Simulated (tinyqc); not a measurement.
Frequency dispersion of an accumulation capacitance by border traps, distributed model: one step of the calculation.

Traps spread evenly through the insulator exchange electrons with the semiconductor by tunnelling, with tau(x) = t0 exp(2 ka x) at depth x from the interface. The admittance per area Y seen at depth x obeys dY/dx = -Y^2/(i w eps0 eox) + q Nb ln(1 + i w tau)/tau, with Y(0) = i w Cs and w = 2 pi f; the gate sees Y(tox) = G + i w C. Working variable y = Y/(i w), in uF/cm^2. Cox = eps0 eox/tox.

Problem. Scales and lumped estimate. Cox; trap-free value 1/(1/Cox + 1/Cs); response depth d = ln(1/(w t0))/(2 ka), where w tau = 1; lumped estimate: all traps within d act as C_bt = q Nb d placed at d/2, so C = 1/{1/[1/(1/Cs + d/(2 eps0 eox)) + C_bt] + (tox - d/2)/(eps0 eox)}.

Inputs (values chosen for the exercise); permittivity close to that of hafnium oxide:

| symbol | value | unit | meaning |
|---|---|---|---|
| eox | 19.1 |  | relative permittivity of the insulator |
| tox | 9.3 | nm | insulator thickness |
| Cs | 2.7 | uF/cm^2 | semiconductor capacitance in accumulation |
| Nb | 1.7e19 | cm^-3 eV^-1 | density of border traps |
| ka | 3.3 | 1/nm | decay constant of the wave function in the insulator |
| t0 | 1e-11 | s | time constant of a trap at the interface |
| f | 10000 | Hz | frequency |

Constants: q = 1.602176634e-19 C, eps0 = 8.8541878128e-14 F/cm where lengths are in cm. Results are converted to the units shown.

Wanted: Cox; trap-free C; d; C_bt; lumped C.

Solution.

Cox = 1.818 uF/cm^2
trap-free C = 1.087 uF/cm^2
d = 2.164 nm
C_bt = 0.5893 uF/cm^2
lumped C = 1.202 uF/cm^2

The traps within reach amount to 0.218 Cs and lie in the first 23.3 % of the insulator.

Numbers from tinyqc (`OMP_NUM_THREADS=1 python tinyqc.py 2202028 2202029 out.jsonl`; about 0.6 s on one thread of a shared Intel Xeon 2.30GHz).
